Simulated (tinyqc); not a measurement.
Orbital energy against energy difference: ionisation energy by orbital energies and by energy differences in the 6-31g* basis, for BeH2, spin multiplicity 1. Computed by the program tinyqc with PySCF. The cation is unrestricted; errors are against CCSD(T) in this basis, not against experiment.

Geometry (angstrom):
```
atom       x        y       z
Be    0.0000   0.0000  0.0000
H     0.0000   1.2700  0.0000
H     0.0000  -1.2700  0.0000
```

CCSD(T) difference in the same basis = 11.8353 eV

IP-EOM-CCSD = 11.8879 eV

First vertical ionisation energy (eV):
```
method     -e(HOMO)  E(cation) - E  error of -e(HOMO)  error of the difference
HF           12.333       11.50822              0.498                   -0.327
LDA           7.433       11.75804             -4.402                   -0.077
B3LYP         8.664       12.03520             -3.171                    0.200
PBE0          8.852       11.96749             -2.983                    0.132
CAM-B3LYP    10.362       12.13133             -1.473                    0.296
LC-wPBE      11.843       12.28543              0.008                    0.450
```

Estimate the missing row, method = PBE.

Computed row:
```
method  -e(HOMO)  E(cation) - E  error of -e(HOMO)  error of the difference
PBE        7.451       11.78029             -4.385                   -0.055
```

Koopmans errs by +0.50 eV and Delta-HF by -0.33 eV: relaxation, 0.83 eV, lowers the value and the missing correlation difference works against it. The PBE level is off by -4.4 eV through the wrong tail of its potential, though its energy difference is off by -0.05 eV; exact exchange deepens the level, and among the orbital energies LC-wPBE comes closest; among the differences PBE does.
